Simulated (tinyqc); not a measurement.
Matthiessen's rule against the full average: mobility of a non-polar semiconductor in the relaxation-time approximation. Computed by tinyqc, a small Python program. Command: `OMP_NUM_THREADS=1 python tinyqc.py 3009104 3009105 out.jsonl rta walk`. One thread of a shared host (Intel(R) Xeon(R) Processor @ 2.30GHz), about 0.01 s of CPU time with the checks.

Each valley is treated as a sphere of mass m_d for states and rates, with one isotropic relaxation time; the conductivity mass m_c sets the current.

Inputs (values chosen for the exercise, modelled on electrons in germanium): longitudinal mass m_l = 1.56 m_0; transverse mass m_t = 0.0818 m_0; equivalent valleys Z = 4; non-parabolicity alpha = 0.59 1/eV; static permittivity eps_s = 16; density rho = 5323 kg/m^3; sound velocity v_l = 5320 m/s; acoustic deformation potential D_A = 12 eV; phonon energy hbar w = 33.1 meV; optical or intervalley deformation potential D_o = 5.5 1e8 eV/cm; final valleys Z_f = 3; carrier density n = 1.2e+15 1/cm^3; compensation ratio C = 0; temperature T = 500 K.

Band: Kane. Impurity formula: Brooks-Herring. Further scattering: none.

Constants: k_B = 8.617333262e-05 eV/K; m_0 = 9.1093837015e-31 kg; e = 1.602176634e-19 C; hbar = 1.054571817e-34 J s; eps_0 = 8.8541878128e-12 F/m; k_B = 1.380649e-23 J/K; hbar = 6.582119569e-16 eV s.

Method:
- m_d = (m_l m_t^2)^(1/3); 1/m_c = (1/m_l + 2/m_t)/3; Hall mass factor A = 3 K_m (K_m + 2)/(2 K_m + 1)^2, K_m = m_l/m_t; N_I = n (1 + C)/(1 - C).
- Kane band: hbar^2 k^2/(2 m) = E (1 + alpha E), speed v = hbar k/(m (1 + 2 alpha E)), states per spin, volume and energy g(E) = m k (1 + 2 alpha E)/(2 pi^2 hbar^2); overlap factors are set to 1. Here m = m_d. Masses are multiplied by m_0 and all formulas are in SI units.
- The reduced Fermi level eta = E_F/(k_B T) solves n = 2 Z int g f dE with f = 1/(1 + exp(x - eta)) (Z = 1 unless valleys are given); screening length L_s = sqrt(eps_s eps_0 k_B T/(e^2 dn/deta)), dn/deta = 2 Z int g f (1 - f) dE.
- Integrals over x = E/(k_B T) use 160 Gauss-Legendre points in u = sqrt(x) from 0 to sqrt(max(eta, 0) + 32).
- Phonon occupation N_q = 1/(exp(hbar w/(k_B T)) - 1).
- Acoustic deformation potential (elastic, equipartition, absorption and emission together): 1/tau = 2 pi k_B T D_A^2 g(E)/(hbar rho v_l^2).
- Optical or intervalley deformation potential: 1/tau = (pi Z_f D_o^2/(rho w)) [N_q g(E + hbar w) + (N_q + 1) g(E - hbar w)], with g = 0 below the band edge.
- Each optical term is multiplied by (1 - f(E'))/(1 - f(E)), E' the final energy, for Pauli blocking.
- Singly charged impurities, momentum relaxation: 1/tau = N_I e^4 m (1 + 2 alpha E) Phi/(8 pi (eps_s eps_0)^2 hbar^3 k^3), with alpha = 0 for a parabolic band.
- Brooks-Herring: Phi = ln(1 + b) - b/(1 + b), b = 4 k^2 L_s^2.
- mu = (m_d/m_c) (2 Z e/(3 n k_B T)) int g v^2 tau f (1 - f) dE.
- Averages over x are split at the emission threshold x_0 = hbar w/(k_B T): 64 Gauss-Legendre points in sqrt(x) below it and 128 in sqrt(x - x_0) above it, up to x = max(eta, 0) + 32.
- Rates are added at each energy before the average. With <y> = int g v^2 y f (1 - f) dE: Hall factor r_H = A (3 n k_B T/(2 Z m_d)) <tau^2/(1 + 2 alpha E)>/<tau>^2 (alpha = 0 for a parabolic band); Hall mobility r_H mu; |S| = (k_B/e) (<x tau>/<tau> - eta); resistivity 1/(n e mu).
- Matthiessen's rule adds 1/mu of the separate processes.

acoustic mobility = 1933.43 cm^2/(V s)

optical mobility = 3377.13 cm^2/(V s)

ionised impurity mobility = 2.43025e+06 cm^2/(V s)

drift mobility mu = 1207.39 cm^2/(V s)

Separate mobilities:
```
process           mu (cm^2/(V s))  share of the sum of 1/mu (%)
acoustic               1.9334e+03                    6.3561e+01
optical                3.3771e+03                    3.6389e+01
ionised impurity       2.4303e+06                    5.0567e-02
```

mobility by Matthiessen's rule = 1228.9 cm^2/(V s)

excess of Matthiessen's rule over the full mu = 1.7815 %

The rule gives 1229 against the full 1207, 1.8 % too high; it can only overestimate, since each separate average is carried by the energies where that process is weak. The largest shares are acoustic (64 %) and optical (36 %).

Extremes, crossings and ranges named in words are read from the listed rows.
